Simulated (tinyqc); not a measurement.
Propagation of a band-gap error through k.p and effective-mass formulas: one step. Far from the edge the relative error shrinks. Two cases, with inputs chosen for the exercise.

Task: Two-level dispersion E(k) = sqrt(E^2/4 + Ep c k^2) - E/2 at k/4, k, 4k for both gaps, c = hbar^2/2m0.
Constants: hbar^2/2m0 = 3.80998211 eV angstrom^2.

Give: Energies above the edge.

Case 1.

Values chosen (reference values near those of GaSb, gap at low temperature; shifted at random, so the results belong to these values and not to a real crystal): Eg = 0.811 eV (gap at Gamma to the s-like level); Eg2 = 0.284 eV (a wrong gap); Ep = 26.5 eV (Kane energy); k = 0.016 1/angstrom (wave vector).

Result:

Energies above the edge:

| k (1/angstrom) | at Eg (eV) | at Eg2 (eV) | ratio |
|---|---|---|---|
| 0.00400 | 0.0020 | 0.0056 | 2.807 |
| 0.01600 | 0.0307 | 0.0725 | 2.361 |
| 0.06400 | 0.3548 | 0.5166 | 1.456 |

The ratio tends to Eg/Eg2 = 2.86 at k = 0 and goes from 2.807 to 1.456: at large k both curves approach the same slope sqrt(Ep c), while their distance in eV grows towards |Eg - Eg2|/2.

Case 2.

Values chosen (reference values near those of GaAs, gap at low temperature; shifted at random, so the results belong to these values and not to a real crystal): Eg = 1.548 eV (gap at Gamma to the s-like level); Eg2 = 3.204 eV (a wrong gap, of the size a hybrid with far too much exact exchange can give); Ep = 25.7 eV (Kane energy); k = 0.017 1/angstrom (wave vector).

Result:

Energies above the edge:

| k (1/angstrom) | at Eg (eV) | at Eg2 (eV) | ratio |
|---|---|---|---|
| 0.00425 | 0.0011 | 0.0006 | 0.483 |
| 0.01700 | 0.0181 | 0.0088 | 0.487 |
| 0.06800 | 0.2516 | 0.1356 | 0.539 |

The ratio tends to Eg/Eg2 = 0.48 at k = 0 and goes from 0.483 to 0.539: at large k both curves approach the same slope sqrt(Ep c), while their distance in eV grows towards |Eg - Eg2|/2.

Computed by tinyqc, one run a case: `OMP_NUM_THREADS=1 python tinyqc.py N N+1 out.jsonl` with N = 1850028, 1850156; one thread of a shared Intel(R) Xeon(R) Processor @ 2.30GHz, about 0.01 s a run at most.
